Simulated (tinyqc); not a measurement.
Inside a calculation. Model: a finite superlattice with mass mismatch, transfer matrices.

Computed by the program tinyqc: `OMP_NUM_THREADS=1 python tinyqc.py 2560043 2560044 out.jsonl`, one thread of a shared Intel Xeon 2.30GHz, about 0.01 s for the whole run. Printed values are rounded.

One electron of energy E comes from the left lead (band edge 0); no transverse momentum. Parabolic bands, masses in units of m0, C = hbar^2/(2 m0); psi and psi'/m are continuous at every interface. N periods of a barrier d1 followed by a well Lw; the right lead equals the left one.

Inputs (values chosen for the exercise); masses and offsets close to those of InGaAs wells and InP barriers:
```
symbol,value,unit,meaning
mL,0.04,m0,mass in the left lead
U1,0.24,eV,barrier height
m1,0.081,m0,barrier mass
d1,1.2,nm,barrier width
Lw,9.9,nm,"well width (edge 0, mass mL)"
N,7,,number of periods
E,0.128,eV,electron energy
```

Constants: q = 1.602176634e-19 C, hbar = 1.054571817e-34 J s, m0 = 9.1093837015e-31 kg, hbar^2/(2 m0) = 0.0380998212 eV nm^2. Results are converted to the units shown.

## Wave numbers

k = sqrt(m (E - U)/C) where E > U, K = sqrt(m (U - E)/C) where E < U; v = k/m in the leads.

Layers:
```
   U (eV)  m (m0)  d (nm)  k or K (1/nm)  which
1    0.24   0.081     1.2       0.487967      K
2       0    0.04     9.9       0.366584      k
```

vL = 9.16460 1/nm
vR = 9.16460 1/nm

## Matrices of the layers

For the pair (psi, psi'/m) a flat layer has M = [[cos kd, (m/k) sin kd], [-(k/m) sin kd, cos kd]] with k = sqrt(m (E - U)/C) above its edge U, and M = [[cosh Kd, (m/K) sinh Kd], [(K/m) sinh Kd, cosh Kd]] with K = sqrt(m (U - E)/C) below it. M12 is in nm, M21 in 1/nm.

M of layer 1:
```
         1         2
1  1.17640  0.102851
2  3.73265   1.17640
```

M of layer 2:
```
           1           2
1  -0.883465  -0.0511203
2    4.29359   -0.883465
```

## Product of the matrices

The matrix of the later layer stands to the left: M = M_n ... M_2 M_1; det M = 1.

M of one period:
```
          1          2
1  -1.23012  -0.151003
2   1.75329  -0.597705
```

## N periods by the Chebyshev identity

x = (M11 + M22)/2 of one period. For |x| < 1 the energy lies in a miniband and cos(th) = x; for |x| > 1 it lies in a gap and cosh(g) = |x|. M^N = U_(N-1)(x) M - U_(N-2)(x) 1, with U_n = sin((n + 1) th)/sin th in a band and sign(x)^n sinh((n + 1) g)/sinh g in a gap.

x = -0.913912
th (rad) = 2.72361
U_(N-1) = 0.527401
U_(N-2) = -1.45881

M^N:
```
          1           2
1  0.810049  -0.0796390
2  0.924689     1.14358
```

The energy lies in a miniband.

## Transmission and reflection

The matrix M carries (psi, psi'/m) across the stack, and v = k/m in each lead. psi = 1 + r at the left edge (incident amplitude 1) and t at the right edge. With det M = 1, a = i vR M11 - M21 and b = -vL vR M12 - i vL M22: t = 2 i vL/(a - b), r = -(a + b)/(a - b), T(E) = (vR/vL) |t|^2, R(E) = |r|^2.

t = 0.866964-0.368665i
r = 0.260520+0.211162i
T(E) = 0.887540
R(E) = 0.112460

T(E) + R(E) = 1: the current is conserved.
